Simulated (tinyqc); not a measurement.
# Inductance and parasitic capacitance from two readings

Inverse problem. A loss-free coil L in parallel with C shows the apparent inductance L/(1 - w^2 L C), w = 2 pi f. Find L, C and the self-resonance 1/(2 pi sqrt(L C)).

apparent inductance at 5.3 and 10 GHz (nH): 2.3552050  4.3187821

Answer. The inverse of the reading is 1/L - w^2 C, a straight line in w^2.

L = 2.00 nH
C = 68.0 fF
self-resonance = 13.6 GHz

tinyqc, about 0.01 s, one thread, Intel Xeon 2.30GHz (shared host): `OMP_NUM_THREADS=1 python tinyqc.py 2302035 2302036 out.jsonl`
